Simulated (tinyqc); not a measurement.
Resistance of a tapered via with liner, size effect and interface: two steps of the calculation.

A round via whose diameter grows from db at the bottom as D(z) = db + 2 z/tan(ang). The fill, of diameter D - 2 tl, starts above the bottom liner (thickness fb tl) and has rho = rho0 (1 + ks lam/(D - 2 tl)); the sidewall liner conducts in parallel with it. The bottom liner and the interface are crossed over the full area pi db^2/4. Spreading in the lines above and below is left out.

Parameters, values chosen for the exercise; fill metal close to tungsten:
- db = 12 nm (diameter at the bottom)
- hv = 24 nm (height)
- ang = 89 degrees (sidewall angle)
- rho0 = 5.33 uohm cm (bulk resistivity of the fill)
- lam = 15.5 nm (mean free path of the fill)
- ks = 1.4 (size-effect factor)
- tl = 1.5 nm (liner on the sidewall)
- fb = 0.7 (liner at the bottom over that on the sidewall)
- rl = 240 uohm cm (resistivity of the liner)
- ri = 4.3e-12 ohm cm^2 (interface resistivity at the bottom)
- Sb = 9.1e14 S/m^2 (ballistic conductance per area, about 3/(4 rho0 lam))

Problem 1. Slices of the via. Slices between z0 = fb tl and hv, evaluated at their midpoints: conductance per length pi/4 [(D - 2 tl)^2/rho + (D^2 - (D - 2 tl)^2)/rl], slice resistance = slice height over that. 6 slices.

Find: z; D; rho; slice resistance.

Solution 1.

z, slice 0 to 5 (nm): [2.962, 6.787, 10.61, 14.44, 18.26, 22.09]
D, slice 0 to 5 (nm): [12.10, 12.24, 12.37, 12.50, 12.64, 12.77]
rho, slice 0 to 5 (uohm cm): [18.04, 17.85, 17.67, 17.50, 17.33, 17.17]
slice resistance, slice 0 to 5 (ohm): [10.02, 9.648, 9.294, 8.958, 8.638, 8.335]

Problem 2. Total resistance. R_fill = sum of the slices; R_bottom = rl fb tl/(pi db^2/4); R_interface = ri/(pi db^2/4); ballistic (Sharvin) limit 1/(Sb pi (db - 2 tl)^2/4); ideal cylinder rho0 hv/(pi db^2/4).

slice resistance, slice 0 to 5 (ohm): [10.020642, 9.6478331, 9.2939917, 8.9579125, 8.6384817, 8.3346682]

Give: parts; R; shares; ballistic limit; ideal cylinder.

Solution 2.

parts (ohm): fill 54.894, bottom liner 22.282, interface 3.8020
R = 80.977 ohm
shares (%): fill 67.789, bottom liner 27.516, interface 4.695
ballistic limit = 17.274 ohm
ideal cylinder = 11.311 ohm

The fill is the largest part, and R is 7.16 times the ideal cylinder. With 2000 slices R = 80.982 ohm.

Program tinyqc, `OMP_NUM_THREADS=1 python tinyqc.py 2750173 2750174 out.jsonl`; Intel Xeon 2.30GHz, shared host, one thread, about 0.01 s.
